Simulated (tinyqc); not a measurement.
## Sharing a fixed EOT between the layers

Without charge in the stack, a voltage of 1 V over an EOT of 0.59 nm gives F1 = (V/EOT)(3.9/e1) and F2 = F1 e1/e2; t2 = e2 (EOT/3.9 - t1/e1).

Parameters, values chosen for the exercise:
- e1 = 8.91 (relative permittivity of layer 1)
- e2 = 24.8 (relative permittivity of layer 2)

Results:
```
t1 (nm)  t2 (nm)  physical thickness (nm)  drop over layer 1 (V)  drop over layer 2 (V)
0          3.752                    3.752                      0                  1.000
0.16       3.306                    3.466                 0.1187                 0.8813
0.33       2.833                    3.163                 0.2448                 0.7552
0.49       2.388                    2.878                 0.3635                 0.6365
0.82       1.469                    2.289                 0.6083                 0.3917
0.98       1.024                    2.004                 0.7270                 0.2730
1.15      0.5509                    1.701                 0.8532                 0.1468
```

Estimate the missing row, t1 = 0.65 nm.

Computed row:
```
t1 (nm)  t2 (nm)  physical thickness (nm)  drop over layer 1 (V)  drop over layer 2 (V)
0.65       1.943                    2.593                 0.4822                 0.5178
```

With this row back in the table: Each 0.1 nm of layer 1 costs 0.278 nm of layer 2, so the physical thickness falls from 3.75 to 1.70 nm. The fields do not change, 7.42 MV/cm in layer 1 and 2.67 MV/cm in layer 2, and layer 1 takes half of the voltage at t1 = 0.674 nm.

Numbers from tinyqc (`OMP_NUM_THREADS=1 python tinyqc.py 2010007 2010008 out.jsonl`; about 0.01 s on one thread of a shared Intel Xeon 2.30GHz).
